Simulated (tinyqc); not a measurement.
Inside a calculation: Peierls distortion of a half-filled chain. Values are carried at full precision from step to step, so a last printed digit may differ when a step is redone from the rounded ones.

Atoms move by +/- u, so bonds change by -/+ 2u and hoppings are t +/- 2 al u. Bands E = -/+ sqrt((2 t cos x)^2 + D^2 sin^2 x) with D = 4 al u, x = k a in (0, pi/2); the gap is 2D. Energy per atom at zero temperature: E(u) = -mean_x sqrt(...) + 2 K u^2; exactly, the mean is (4t/pi) E(1 - z^2), z = D/2t, E the complete elliptic integral of the second kind with parameter m. Coupling lambda = 2 al^2/(pi t K).

Constants: kB = 8.617333262e-05 eV/K.

Values chosen for the exercise:
```
symbol  value  unit           meaning
t       2.58   eV             hopping of the even chain
al      3.9    eV/angstrom    change of hopping with bond length
K       16.4   eV/angstrom^2  spring constant of a bond
u       0.08   angstrom       trial shift of alternate atoms
N       3                     k points
```

## Energy at a trial distortion

Use the mesh x_j = (j + 1/2) pi/(2N), j = 0 .. N-1, and also the elliptic integral.

D = 1.2480 eV

|E| on the mesh (eV): 4.9946  3.7539  1.7991

band energy on the mesh = -3.5159 eV
elastic energy = 0.2099 eV
total, exact = -3.3003 eV
exact E(u) - E(0) = -0.0154 eV

This distortion lowers the energy; the mesh errs by -5.62 meV.

## The equilibrium distortion

dE/du = 0 gives 1 = (4 al^2/K) mean(sin^2 x/|E|); solve with the exact mean, and compare with the weak-coupling form D = 8 t exp(-1 - 1/(2 lambda)).

lambda = 0.2288
u0 = 0.0571 angstrom
gap 2D = 1.781 eV
gap, weak coupling = 1.708 eV
E(u0) - E(0) per atom = -23.57 meV

Long and short bonds differ by 4 u0 = 0.2283 angstrom. The weak-coupling gap is 0.959 of the full one. The gain is far smaller than the gap, since only states near the zone edge move.

## Length and phonon scales

Coherence length xi/a = 2t/D with D half the gap; mean-field transition kB Tp = D/1.764 (weak coupling); for the optical mode at the zone edge (omega_R/omega_0)^2 = 2 lambda at weak coupling.

xi/a = 5.80
Tp = 5.86e+03 K
omega_R/omega_0 = 0.677

Tp is a mean-field scale: in a single chain fluctuations forbid the transition, and coupling between chains sets the real one, far lower.

## Checks

- Total energy at u0 on 4000 points against the elliptic integral (eV): both -3.30852.

(tinyqc, `OMP_NUM_THREADS=1 python tinyqc.py 1680067 1680068 out.jsonl`, Intel(R) Xeon(R) Processor @ 2.30GHz, 1 thread, shared host, about 0.1 s.)
